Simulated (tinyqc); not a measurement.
Koster-Slater impurity in a tight-binding band, by Green functions and by supercells: one step, computed by the program tinyqc. Command: `OMP_NUM_THREADS=1 python tinyqc.py 3013271 3013272 out.jsonl kosterslater walk`. One thread of a shared host (Intel(R) Xeon(R) Processor @ 2.30GHz), about 0.05 s of CPU time with the checks.

One orbital per site, e(k) = -2 t sum cos(k_i) over 3 direction(s), band from -6 t to 6 t, lattice constant 1. One site has the extra energy U. Spin is left out.

Question. The supercell Hamiltonian at Gamma. H_ij = -t for each bond from i to j, images included (two bonds add when N = 2); H_11 = U; sites are numbered with the last coordinate running fastest. Diagonalise.

Inputs (values chosen for the exercise, for a model band): hopping t = 1.2 eV; impurity potential U = -7.9 eV; supercell edge N = 2 sites.

Lattice: simple cubic.

Give: H; levels.

Answer.

H (eV):
```
,1,2,3,4,5,6,7,8
1,-7.9,-2.4,-2.4,0.0,-2.4,0.0,0.0,0.0
2,-2.4,0.0,0.0,-2.4,0.0,-2.4,0.0,0.0
3,-2.4,0.0,0.0,-2.4,0.0,0.0,-2.4,0.0
4,0.0,-2.4,-2.4,0.0,0.0,0.0,0.0,-2.4
5,-2.4,0.0,0.0,0.0,0.0,-2.4,-2.4,0.0
6,0.0,-2.4,0.0,0.0,-2.4,0.0,0.0,-2.4
7,0.0,0.0,-2.4,0.0,-2.4,0.0,0.0,-2.4
8,0.0,0.0,0.0,-2.4,0.0,-2.4,-2.4,0.0
```

levels (eV): [-10.20, -5.25, -2.40, -2.40, 0.83, 2.40, 2.40, 6.73]
